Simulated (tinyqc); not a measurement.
# Channel resistance from two points of the on-state curve

Inverse problem. In the p-i-n model Von = V1 + 2 Vt ln(J/(1 A/cm^2)) + J Rch, with V1 independent of J. Find Rch and V1.

Values chosen for this exercise: temperature T = 300 K.

Constants: q = 1.602176634e-19 C, kB = 1.380649e-23 J/K, Vt = kB T/q. Results are converted to the units shown.

Von at J = 100 and 300 A/cm^2 (V): 1.3381329  2.1549356

Solution. Remove the logarithmic junction term; the rest is linear in J.

Rch = 3.800 mohm cm^2
V1 = 0.7200 V

tinyqc, about 0.01 s, one thread, Intel Xeon 2.30GHz (shared host): `OMP_NUM_THREADS=1 python tinyqc.py 2590041 2590042 out.jsonl`
